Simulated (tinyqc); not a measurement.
# MOSFET in saturation, small-signal circuit and noise: effects of single changes

Bias by the inversion coefficient IC = I/Ispec (charge-based model with velocity saturation; weak inversion below 0.1, strong above 10). Common-source circuit: gm, gds, Cgs, Cgd and Cj at the inner nodes, Rg in series with the gate; quasi-static, no source or drain resistance, no gate-body capacitance, no substrate network, no induced gate noise, so fmax is an upper estimate.

Inputs (values chosen for the exercise):
- T = 293 K (temperature)
- L = 65 nm (gate length)
- W = 10 um (total gate width)
- Cox = 1.95 uF/cm^2 (gate capacitance)
- mu = 120 cm^2/(V s) (mobility)
- n = 1.16 (slope factor)
- Ls = 15 nm (velocity-saturation length)
- sg = 0.06 (ratio gds/gm)
- Cov = 0.38 fF/um (overlap and fringe capacitance per side)
- Cj = 0.61 fF/um (drain junction capacitance)
- Rsh = 8 ohm (sheet resistance of the gate)
- Wf = 4 um (finger width)
- Rc = 100 ohm um (gate contact and vertical resistance)
- IC = 0.61 (inversion coefficient)
- gw = 0.15 (short-channel excess of the noise factor)
- Nt = 6e16 cm^-3 eV^-1 (oxide trap density)
- lt = 0.1 nm (tunnelling length into the oxide)
- ac = 3000 V s/C (Coulomb scattering coefficient)

Constants: q = 1.602176634e-19 C, kB = 1.380649e-23 J/K, Vt = kB T/q. Results are converted to the units shown.

Each table varies one quantity; the others keep the values above.

## Effect of the overlap and fringe capacitance per side on speed and noise

Ispec = 2 n mu Cox (W/L) Vt^2, lc = Ls/L, gms = [sqrt((lc IC + 1)^2 + 4 IC) - 1]/[2 + lc (lc IC + 1)], gm = gms Ispec/(n Vt), gds = sg gm. qs = [sqrt(1 + 4 IC) - 1]/2, Cgs = Cox W L qs (2 qs + 3)/(3 (qs + 1)^2) + Cov W, Cgd = Cov W, Cd = Cj W, Rg = Rsh (Wf/L)/(12 Nf) + Rc/W with Nf = W/Wf fingers (not rounded) contacted at both ends. fT = gm/(2 pi (Cgs + Cgd)), fmax = fT/(2 sqrt(Rg (gds + 2 pi fT Cgd))). Channel noise Sid = 4 kB T gam n gm with gam = (1/2 + (2/3) qs)/(1 + qs) + gw lc IC, qs = [sqrt(1 + 4 IC) - 1]/2, lc = Ls/L (the last term an empirical rise with velocity saturation); at the gate, white noise Sw = Sid/gm^2 + 4 kB T Rg. Number fluctuation with correlated mobility: S(f) = K/f, K = q^2 Vt lt Nt/(W L Cox^2) (1 + ac mu Cox I/gm)^2, Vt in eV with Nt per eV. Corner fc = K/Sw. IC is held fixed.

The same in every row: I (uA) = 32.48; Rg (ohm) = 26.41; sqrt(Sw) (nV/Hz^0.5) = 3.835; fc (MHz) = 1.136.

Results:

| Cov (fF/um) | fT (GHz) | fmax (GHz) |
|---|---|---|
| 0.05 | 27.04 | 230.8 |
| 0.25 | 14.19 | 84.35 |
| 0.35 | 11.47 | 64.71 |
| 0.45 | 9.619 | 52.56 |
| 0.55 | 8.285 | 44.28 |
| 0.65 | 7.275 | 38.27 |

Estimate the missing row, Cov = 0.15 fF/um.

Computed row:

| Cov (fF/um) | fT (GHz) | fmax (GHz) |
|---|---|---|
| 0.15 | 18.61 | 122.0 |

With this row back in the table: As Cov goes from 0.05 to 0.65 fF/um, fT falls from 27.0 to 7.28 GHz, fmax falls from 231 to 38.3 GHz, the white noise stays at 3.84 nV/Hz^0.5 and the corner stays at 1.14 MHz. In every row fmax exceeds 4 fT, where channel resistance and substrate losses, left out here, would cap it.

## Gains against frequency

Inner admittances at w = 2 pi f: y11 = i w (Cgs + Cgd), y12 = -i w Cgd, y21 = gm - i w Cgd, y22 = gds + i w (Cgd + Cd). Invert to Z, add Rg to Z11 and invert back to Y. |h21| = |Y21/Y11|; U = |Y21 - Y12|^2/(4 [Re Y11 Re Y22 - Re Y12 Re Y21]). MSG = |Y21/Y12|; stability factor k = [2 Re Y11 Re Y22 - Re(Y12 Y21)]/|Y12 Y21|.

The same in every row: f sqrt(U) (GHz) = 60.510.

Gains against frequency:

| f (GHz) | \|h21\| (dB) | U (dB) | MSG (dB) | k |
|---|---|---|---|---|
| 0.11 | 39.874 | 54.809 | 24.560 | 0.0039719 |
| 0.2 | 34.681 | 49.616 | 21.963 | 0.0072216 |
| 0.38 | 29.107 | 44.041 | 19.176 | 0.013720 |
| 0.71 | 23.679 | 38.611 | 16.462 | 0.025631 |
| 1.3 | 18.430 | 33.358 | 13.838 | 0.046901 |
| 2.5 | 12.770 | 27.678 | 11.008 | 0.089988 |
| 4.6 | 7.5388 | 22.381 | 8.3919 | 0.16435 |
| 8.7 | 2.2321 | 16.846 | 5.7386 | 0.30276 |

Over the table |h21| falls by 19.8 dB a decade, U by 20.0 and MSG by 9.92. The product f sqrt(U) stays at 60.5 GHz, against fmax = 60.5 GHz from the formula. k stays below one in all rows, so the device is only conditionally stable. In every row fmax exceeds 4 fT, where channel resistance and substrate losses, left out here, would cap it.

## Integrated noise against bandwidth

Same model as above.

Corner fc = K/Sw. Mean square from f1 = 100 Hz to B: Sw (B - f1) + K ln(B/f1).

Integrated noise against bandwidth:

| B (Hz) | spot noise at B (nV/Hz^0.5) | white part (uV rms) | 1/f part (uV rms) | total (uV rms) |
|---|---|---|---|---|
| 1000 | 129.30 | 0.11506 | 6.2019 | 6.2029 |
| 10000 | 41.050 | 0.38161 | 8.7707 | 8.7790 |
| 1e5 | 13.482 | 1.2122 | 10.742 | 10.810 |
| 1e6 | 5.6048 | 3.8352 | 12.404 | 12.983 |
| 1e7 | 4.0473 | 12.128 | 13.868 | 18.423 |
| 1e8 | 3.8571 | 38.354 | 15.191 | 41.253 |
| 1e9 | 3.8375 | 121.29 | 16.409 | 122.39 |

The 1/f part adds the same power, K ln 10, in each decade and grows only from 6.20 to 16.4 uV; the white part grows as sqrt(B). It overtakes the 1/f part by B = 1e8 Hz among the rows, above the corner fc = 1.14e6 Hz of the spot noise.

Numbers from tinyqc (`OMP_NUM_THREADS=1 python tinyqc.py 2150054 2150055 out.jsonl`; about 0.01 s on one thread of a shared Intel Xeon 2.30GHz).
